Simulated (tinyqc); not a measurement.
Stress in a transistor channel from embedded alloy regions, liners and fins, by half-space elasticity: one step, computed by the program tinyqc. Command: `OMP_NUM_THREADS=1 python tinyqc.py 3027946 3027947 out.jsonl stressor walk`. One thread of a shared host (Intel(R) Xeon(R) Processor @ 2.30GHz), about 0.01 s of CPU time with the checks.

Plane strain in an isotropic half-space, the same constants everywhere; x along the channel from its centre, y downwards from the free surface; stress is positive in tension.

Task: Relaxation at the ends of a cut stripe. Shear-lag estimate for a stripe of length l and height h on a like substrate: the stress along it is s(x)/s_film = 1 - cosh(x/lam)/cosh(l/(2 lam)), lam = (pi/2) g h with g = 1.258; mean = 1 - (2 lam/l) tanh(l/(2 lam)).

Inputs (values chosen for the exercise, modelled on silicon): length of a cut fin or stripe = 780 nm; height of the strained layer h = 36 nm.

Give: transfer length lam; share kept at the centre; share kept on average.

Result:

transfer length lam = 71.14 nm

share kept at the centre = 0.9917

share kept on average = 0.8176

The stripe is long enough to keep its strain at the centre. Caution: far from the ends the true relaxation falls as h/x, more slowly than the exponential of the shear-lag model.
